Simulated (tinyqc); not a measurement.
Metal gate on a two-layer dielectric stack with fixed charge and a dipole: one step of the calculation.

Gate, layer 2, layer 1, p-type semiconductor; x runs from the gate inwards. Charges are counted in units of +q. psi is the band bending at the surface, positive towards inversion. Classical charge, Boltzmann statistics, no interface traps.

Problem. Flat-band voltage, term by term. EOT = 3.9 (t1/e1 + t2/e2), Cox = eps0/(t1/e1 + t2/e2); phi_ms = pM - (chi + Eg - Vt ln(Nv/Na)). Vfb = phi_ms + Vd - (q/eps0) [Q1 (t1/e1 + t2/e2) + Q2 t2/e2 + r1 (t1^2/(2 e1) + t1 t2/e2) + r2 t2^2/(2 e2)]: each charge counts with its electrical distance from the gate.

Parameters, values chosen for the exercise; band and dielectric values close to those of 4H silicon carbide, layer 1 close to aluminium oxide, layer 2 close to zirconium oxide: temperature T = 250 K; band gap Eg = 3.21 eV; valence-band density of states at T Nv = 1.94e19 cm^-3; electron affinity chi = 3.6 eV; acceptor density Na = 4e17 cm^-3; work function of the gate metal pM = 4.43 eV; thickness of layer 1, next to the semiconductor t1 = 1.7 nm; relative permittivity of layer 1 e1 = 8.83; thickness of layer 2, next to the gate t2 = 2.9 nm; relative permittivity of layer 2 e2 = 24.5; fixed charge at the semiconductor interface Q1 = 9.5e10 cm^-2; fixed charge between the layers Q2 = -1.7e11 cm^-2; uniform charge density in layer 1 r1 = 2e18 cm^-3; uniform charge density in layer 2 r2 = 9.7e18 cm^-3; flat-band shift by a dipole layer between the layers Vd = 0 V.

Constants: q = 1.602176634e-19 C, kB = 1.380649e-23 J/K, Vt = kB T/q, eps0 = 8.8541878128e-14 F/cm where lengths are in cm. Results are converted to the units shown.

Give: terms; Vfb.

Solution.

terms (V): phi_ms -2.2964, dipole 0.0000, Q1 -0.0053, Q2 0.0036, r1 -0.0132, r2 -0.0301
Vfb = -2.3414 V

Apart from phi_ms the largest term is that of r2, -30.1 mV; all charges and the dipole together move Vfb by -45.0 mV.

Program tinyqc, `OMP_NUM_THREADS=1 python tinyqc.py 2010164 2010165 out.jsonl`; Intel Xeon 2.30GHz, shared host, one thread, about 0.01 s.
